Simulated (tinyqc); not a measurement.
Thermal, flicker and telegraph noise of a field-effect transistor. From flicker S_I/I^2 back to electrical oxide thickness t. Computed by tinyqc, a small Python program. Command: `OMP_NUM_THREADS=1 python tinyqc.py 3013784 3013785 out.jsonl noise inv`. One thread of a shared host (Intel(R) Xeon(R) Processor @ 2.30GHz), about 0.01 s of CPU time with the checks.

Strong inversion, threshold roll-off and channel-length modulation left out; noise sources are uncorrelated and are given as one-sided spectral densities.

Inputs (values chosen for the exercise, modelled on a high-k silicon transistor):
```
quantity                   value         unit
width W                      1.3   micrometre
length L                      41           nm
mobility mu                  200   cm^2/(V s)
saturation velocity v_s     0.75     1e7 cm/s
overdrive V_ov              0.27            V
oxide trap density N_t   9.2e+17  1/(eV cm^3)
oxide barrier phi            1.9           eV
oxide mass m_ox             0.42          m_0
Hooge parameter alpha_H  6.2e-05            -
frequency f                   30           Hz
temperature T                400            K
```

Operating region: saturation. Flicker model: Hooge.

Constants: eps_0 = 8.8541878128e-12 F/m; hbar = 1.054571817e-34 J s; m_0 = 9.1093837015e-31 kg; e = 1.602176634e-19 C; k_B = 8.617333262e-05 eV/K.

Method. C_ox = 3.9 eps_0/t; V_c = 2 v_s L/mu; I = W C_ox v_s V_ov^2/(V_ov + V_c); g_m = W C_ox v_s V_ov (V_ov + 2 V_c)/(V_ov + V_c)^2; g_d0 = mu C_ox (W/L) V_ov. Tunnelling length lambda = hbar/(2 sqrt(2 m_ox phi)); flat-band noise S_Vfb = e^2 k_B T lambda N_t/(W L C_ox^2 f). Hooge: S_I = I^2 alpha_H/(f N), N = W L C_ox V_ov/e (the source-end density).

Question. A run gave the result below. Find the electrical oxide thickness t, known to lie between 1.2 and 2.7 nm.

flicker S_I/I^2 = 9.828077e-10 1/Hz

Answer.

Each step takes the trial c = (a f_b - b f_a)/(f_b - f_a), f being the result less the target and a, b, c the logarithms of the listed values; c replaces end b, the old b replaces a if the sign of f changed, and otherwise f_a is halved.

Scan of the range:
```
electrical oxide thickness t (nm)  flicker S_I/I^2 (1/Hz)
1.20                                          7.99572e-10
1.37                                          9.12845e-10
1.57                                          1.04611e-09
1.80                                          1.19936e-09
2.06                                          1.37260e-09
2.36                                          1.57249e-09
2.70                                          1.79904e-09
```

False position (Illinois rule, in the logarithm of the input) inside the bracket:
```
step    end a    end b    trial  flicker S_I/I^2 (1/Hz)
1     1.37000  1.57000  1.47160             9.80542e-10
2     1.57000  1.47160  1.47489             9.82738e-10
3     1.57000  1.47489  1.47510             9.82873e-10
4     1.47489  1.47510  1.47500             9.82808e-10
5     1.47510  1.47500  1.47500             9.82808e-10
```

Flicker S_I/I^2 rises at every point of a 13-point scan of the range (every second point is shown), so one value fits; it is bracketed by 1.37 and 1.57. The scan shows a pure power law with exponent 1.0000, so scaling from any one row also gives the answer directly. Answer: electrical oxide thickness t = 1.475 nm.
